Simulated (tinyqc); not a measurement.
# Minority carriers and saturation current of a heavily doped emitter, step by step

Numbers from tinyqc (`OMP_NUM_THREADS=1 python tinyqc.py 2330012 2330013 out.jsonl`; about 0.01 s on one thread of a shared Intel Xeon 2.30GHz). Printed values are rounded.

n-type, parabolic bands, full ionisation. eta = (EF - Ec)/kB T solves N = Nc F12(eta), F12(x) = (2/sqrt(pi)) int_0^infinity sqrt(u)/(1 + exp(u - x)) du. The gap shrinks rigidly by dEg = E1 [ln(N/N0) + sqrt(ln^2(N/N0) + 0.5)], an empirical law that is here taken as the true narrowing.

Inputs (values chosen for the exercise); band and dielectric values close to those of silicon: temperature T = 300 K; band gap Eg = 1.13 eV; conduction-band density of states at 300 K Nc = 2.82e19 cm^-3; valence-band density of states at 300 K Nv = 2.66e19 cm^-3; ionised donor density N = 1.7e20 cm^-3; energy of the narrowing law E1 = 7.4 meV; density of the narrowing law N0 = 1.9e17 cm^-3; minority-hole mobility mup = 190 cm^2/(V s); Auger coefficient Cn = 2.1e-31 cm^6/s; defect lifetime ts = 0.18 us; emitter width W = 820 nm; recombination velocity at the contact S = 1.9e6 cm/s.

Constants: q = 1.602176634e-19 C, kB = 1.380649e-23 J/K, Vt = kB T/q. Results are converted to the units shown.

Range of the model: Band tails, non-parabolic bands and incomplete ionisation are left out.

## Iteration 1: Fermi level

eta at the start (Boltzmann value) = 1.7965

Newton step on ln F12(eta) = ln(N/Nc): eta(new) = eta - ln(Nc F12/N) F12/Fm, Fm(x) = dF12/dx = (1/sqrt(pi)) int_0^infinity u^(-1/2)/(1 + exp(u - x)) du.

F12 = 2.53447
Fm = 1.37814
eta after iteration 1 = 3.39002

## Course of the iteration

Stop when eta changes by less than 1e-9.

Course of the iteration:
```
iteration      eta    change
1          3.39002      1.59
2          3.76039     0.370
3          3.77533    0.0149
4          3.77536   2.25e-5
5          3.77536  5.07e-11
```

Converged in 5 iterations.

## Effective intrinsic density

converged eta = 3.77536

ni = sqrt(Nc Nv) exp(-Eg/(2 Vt)), Eg in volts; degeneracy factor g = F12(eta) exp(-eta); nie^2 = ni^2 exp(dEg/kB T) g, p0 = nie^2/N; apparent narrowing dEg + kB T ln g.

ni = 8.83046e9 cm^-3
dEg = 100.860 meV
g = 0.138224
apparent narrowing = 49.7021 meV
nie = 2.30921e10 cm^-3
p0 = 3.13672 cm^-3

Narrowing multiplies p0 by 49.5 and degeneracy by 0.138.

## Saturation current

1/tau = Cn N^2 + 1/ts, D = mup Vt, L = sqrt(D tau); J0 = (q p0 D/L)(s + tanh(W/L))/(1 + s tanh(W/L)), s = S L/D; the share recombining inside is 1 - 1/[cosh(W/L)(1 + tanh(W/L)/s)].

tau = 0.164621 ns
L = 284.359 nm
s = 10.9995
J0 = 87.2634 fA/cm^2
share recombining inside = 89.7731 %

The emitter is opaque: W exceeds two diffusion lengths, and the contact matters little.
